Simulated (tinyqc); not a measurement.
From results back to parameters: shallow acceptor in the spherical four-band model. Three cases, with inputs chosen for the exercise.

Problem. The binding energy of the ground state was computed from a hidden mu.

The ground state 1S3/2 has an L = 0 part f(r) and an L = 2 part g(r). In units of Ry* and a*, with Gaussians f_i = exp(-a_i r^2), g_i = r^2 exp(-a_i r^2), A = a_i + a_j and I(n) = Gamma((n + 1)/2)/(2 A^((n + 1)/2)): S_ff = I(2), S_gg = I(6), H_ff = (6 a_i a_j/A) I(2) - 2 I(1), H_gg = (14 a_i a_j/A) I(6) - 2 I(5), H_fg = -mu [15 I(2) - 20 a_j I(4) + 4 a_j^2 I(6)]; each function is then normalised. The split-off band is left out.

Converged values use 22 exponents 2.2^i, i = -7 to 14, for f and for g.

Find: binding in Ry*; mu; heavy/light mass ratio (1 + mu)/(1 - mu).

Method. The binding in Ry* rises steadily with mu, so bisection finds one value.

Case 1.

Ry* = 34.324 meV
binding energy = 52.804 meV

Solution.

binding in Ry* = 1.538
mu = 0.613
heavy/light mass ratio (1 + mu)/(1 - mu) = 4.2

Case 2.

Ry* = 23.168 meV
binding energy = 28.933 meV

Solution.

binding in Ry* = 1.249
mu = 0.466
heavy/light mass ratio (1 + mu)/(1 - mu) = 2.7

Case 3.

Ry* = 10.645 meV
binding energy = 23.200 meV

Solution.

binding in Ry* = 2.179
mu = 0.755
heavy/light mass ratio (1 + mu)/(1 - mu) = 7.2

Computed by tinyqc, one run a case: `OMP_NUM_THREADS=1 python tinyqc.py N N+1 out.jsonl` with N = 1282730, 1282762, 1282774; one thread of a shared Intel(R) Xeon(R) Processor @ 2.30GHz, about 0.05 s a run at most.
